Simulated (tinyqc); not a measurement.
Changing the ion energy E: implant damage, amorphisation by cascade overlap, and solid-phase epitaxial regrowth. Computed by tinyqc, a small Python program. Command: `OMP_NUM_THREADS=1 python tinyqc.py 3112589 3112590 out.jsonl sper sweep`. One thread of a shared host (Intel(R) Xeon(R) Processor @ 2.30GHz), about 0.01 s of CPU time with the checks.

Range and width of the damage are inputs. Dynamic annealing enters only through the surviving share f.

Inputs (values chosen for the exercise, modelled on silicon ions in silicon):
```
quantity,value,unit
ion Z1,14,-
ion mass M1,28,u
target Z2,14,-
target mass M2,28.09,u
displacement energy E_d,15,eV
```

Constants: a_0 = 0.529177210903 angstrom; e^2/(4 pi eps_0) = 14.39964548 eV angstrom.

Method. Robinson partition: eps = E a M2/(Z1 Z2 (e^2/(4 pi eps_0)) (M1 + M2)), a = 0.8853 a_0/sqrt(Z1^(2/3) + Z2^(2/3)); k = 0.0793 Z1^(2/3) Z2^(1/2) (M1 + M2)^(3/2)/((Z1^(2/3) + Z2^(2/3))^(3/4) M1^(3/2) M2^(1/2)); damage energy T_d = E/(1 + k (eps + 0.40244 eps^(3/4) + 3.4008 eps^(1/6))); displacements nu = 0.8 T_d/(2 E_d).

One run for each value:
```
ion energy E (keV),T_d/E,displacements per ion nu,reduced energy eps
1.0,0.78398,20.9,0.0244
2.0,0.76077,40.6,0.0488
4.2,0.73178,82.0,0.1024
8.5,0.69841,158.3,0.2073
17.0,0.65725,298.0,0.4146
35.0,0.60141,561.3,0.8536
72.0,0.52783,1013.4,1.7560
150.0,0.43280,1731.2,3.6583
300.0,0.33018,2641.4,7.3167
```

What does the table show, and why?

Over the rows, T_d/E falls from 0.784 to 0.330 (exponent d ln y / d ln x -0.043 between the first rows and -0.39 between the last); displacements per ion nu rises from 20.9 to 2640 (exponent d ln y / d ln x 0.96 between the first rows and 0.61 between the last); reduced energy eps rises from 0.0244 to 7.32 (exponent d ln y / d ln x about 1.00 throughout). Electronic losses take a growing share as eps rises, so nu grows more slowly than E.
